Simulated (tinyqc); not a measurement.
Collinear exchange A + BC -> AB + C on a London-Eyring-Polanyi-Sato surface: saddle, string of images and rate: one step, computed by the program tinyqc. Command: `OMP_NUM_THREADS=1 python tinyqc.py 3110915 3110916 out.jsonl leps walk`. One thread of a shared host (Intel(R) Xeon(R) Processor @ 2.30GHz), about 0.06 s of CPU time with the checks.

x = r(AB), y = r(BC), r(AC) = x + y. V is counted from separated atoms, the barrier from A + BC, that is V + D(BC).

Task: Transition-state rate. One-dimensional rate constant without tunnelling, k = sqrt(k_B T/(2 pi mu)) [sinh(h nu_BC/(2 k_B T))/sinh(h nu_s/(2 k_B T))] exp(-barrier/(k_B T)) with mu = m_A (m_B + m_C)/(m_A + m_B + m_C); Wigner factor 1 + (h nu_i/(k_B T))^2/24; adiabatic barrier = barrier + h (nu_s - nu_BC)/2.

Inputs (values chosen for the exercise, bond data loosely for abstraction of hydrogen from a Si-H bond by a hydrogen atom; the barrier is not fitted):

| quantity | value | unit |
|---|---|---|
| mass of A | 1.008 | u |
| mass of B | 1.008 | u |
| mass of C | 28.09 | u |
| temperature T | 300 | K |

barrier = 0.2750833 eV

real frequency at the saddle = 34.33418 THz

nu_BC = 68.30427 THz

imaginary frequency = 51.06649 THz

Constants: h x 1 THz = 4.135667696 meV; k_B = 1.380649e-23 J/K; u = 1.6605390666e-27 kg; k_B = 8.617333262e-05 eV/K.

Give: adiabatic barrier; rate constant k; Wigner factor.

Result:

adiabatic barrier = 0.20484 eV

rate constant k = 23.211 cm/s

Wigner factor = 3.7808

Caution: the Wigner factor exceeds 2 at T: tunnelling, left out of k, is large and needs a better treatment than this factor.
